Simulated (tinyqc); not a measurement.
# Six-transistor SRAM cell, nodal equations and margins: effects of single changes

Two cross-coupled inverters (pull-down bn, pull-up bp) hold the nodes Q and QB; access transistors (ba, threshold VTn, gate on the word line at Vdd when selected) join them to the bit lines. Transistor (EKV form, voltages against the body): I = 2 n b Vt^2 [F(vp - Vs) - F(vp - Vd)] from drain to source, F(v) = ln^2(1 + exp(v/(2 Vt))), vp = (Vg - VT + sg |Vd - Vs|)/n. n-channel bodies are at 0; for the p-channel device all voltages are counted down from Vdd. b in uA/V^2 gives I in uA. For an access transistor the bit line is the drain and the node the source. In a read both bit lines are at Vdd. The cell is symmetric (no mismatch).

Values chosen for this exercise:
- T = 250 K (temperature)
- Vdd = 0.5 V (supply voltage)
- n = 1.33 (slope factor)
- sg = 0.099 (drain-induced barrier lowering)
- VTn = 0.38 V (n-channel threshold)
- VTp = 0.31 V (p-channel threshold (magnitude))
- bn = 840 uA/V^2 (gain factor of the pull-down transistor)
- ba = 840 uA/V^2 (gain factor of the access transistor)
- bp = 310 uA/V^2 (gain factor of the pull-up transistor)

Constants: q = 1.602176634e-19 C, kB = 1.380649e-23 J/K, Vt = kB T/q. Results are converted to the units shown.

Each table varies one quantity; the others keep the values above.

## Effect of the gain factor of the access transistor

f(x) is the node voltage of one half-cell for input x: In = Ip in hold, In = Ip + Ia in a read. Static noise margin: side of the largest square between the curve (x, f(x)) and its mirror image (f(y), y); with h(c) the root x of f(x) - x = c, it is the maximum over c > 0 of h(c) - h(-c) + c. Q is the low node in a read and Iread the current of its access transistor. The write trip is the voltage to which the bit line of the high node must fall (the other staying at Vdd) for that state to vanish; higher is easier, and a negative value means that a grounded bit line does not write.

The same in every row: hold margin (mV) = 195.3.

Results:
```
ba (uA/V^2)	read margin (mV)	Q in a read (mV)	Iread (uA)	write trip (mV)
210	136.6	19.70	1.683	-6.661
290	131.6	25.31	2.096	18.48
560	121.3	39.80	3.039	59.75
790	116.0	48.75	3.534	77.49
1100	111.0	57.96	3.979	92.81
```

Estimate the missing row, ba = 410 uA/V^2.

Computed row:
```
ba (uA/V^2)	read margin (mV)	Q in a read (mV)	Iread (uA)	write trip (mV)
410	126.2	32.45	2.583	41.60
```

With this row back in the table: As ba goes from 210 to 1100 uA/V^2, the read margin falls from 137 to 111 mV, the write trip rises from -6.66 to 92.8 mV and Iread rises from 1.68 to 3.98 uA. The read margin is 0.70 of the hold margin in the first row and 0.57 in the last. Read stability and write ability pull in opposite directions. At ba = 210 uA/V^2 the write trip is negative: the cell cannot be written without assist.

## Effect of the gain factor of the pull-up transistor

Same model as above.

Effect of the gain factor of the pull-up transistor:
```
bp (uA/V^2)	hold margin (mV)	read margin (mV)	Q in a read (mV)	Iread (uA)	write trip (mV)
140	198.4	107.0	50.43	3.619	105.4
200	197.4	110.7	50.43	3.619	94.69
290	195.7	114.4	50.43	3.619	82.70
410	193.4	117.9	50.43	3.619	70.56
590	190.6	121.4	50.43	3.619	56.53
840	187.3	124.8	50.43	3.619	41.35
```

As bp goes from 140 to 840 uA/V^2, the read margin rises from 107 to 125 mV, the write trip falls from 105 to 41.4 mV and Iread stays near 3.62 uA. The read margin is 0.54 of the hold margin in the first row and 0.67 in the last. Read stability and write ability pull in opposite directions.

tinyqc, about 0.2 s, one thread, Intel Xeon 2.30GHz (shared host): `OMP_NUM_THREADS=1 python tinyqc.py 2340104 2340105 out.jsonl`
